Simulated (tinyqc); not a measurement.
From results back to parameters: smearing for a one-band metal on the fcc lattice. Two cases, with inputs chosen for the exercise.

Problem. With Gaussian smearing, f = erfc(x)/2, s = exp(-x^2)/(2 sqrt(pi)), x = (E_k - mu)/sigma and free energy F = E - sigma S, small widths give F(sigma) = E0 - D sigma^2/4, where D is the density of states at the Fermi level (both spins, per cell). F at two widths was computed from hidden E0 and D.

Case 1.

Values chosen: s1 = 0.137 eV; s2 = 0.274 eV.
F(s1) = -3.8616100 eV
F(s2) = -3.8865399 eV

Case 2.

Values chosen: s1 = 0.092 eV; s2 = 0.184 eV.
F(s1) = -2.4897924 eV
F(s2) = -2.4927696 eV

Find: D; E0.

Solution. D = 4 (F(s1) - F(s2))/(s2^2 - s1^2); E0 = F(s1) + D s1^2/4.

Case 1.

D = 1.771 1/eV
E0 = -3.8533 eV

Case 2.

D = 0.469 1/eV
E0 = -2.4888 eV

Computed by tinyqc, one run a case: `OMP_NUM_THREADS=1 python tinyqc.py N N+1 out.jsonl` with N = 1682286, 1682292; one thread of a shared Intel(R) Xeon(R) Processor @ 2.30GHz, about 0.3 s a run at most.
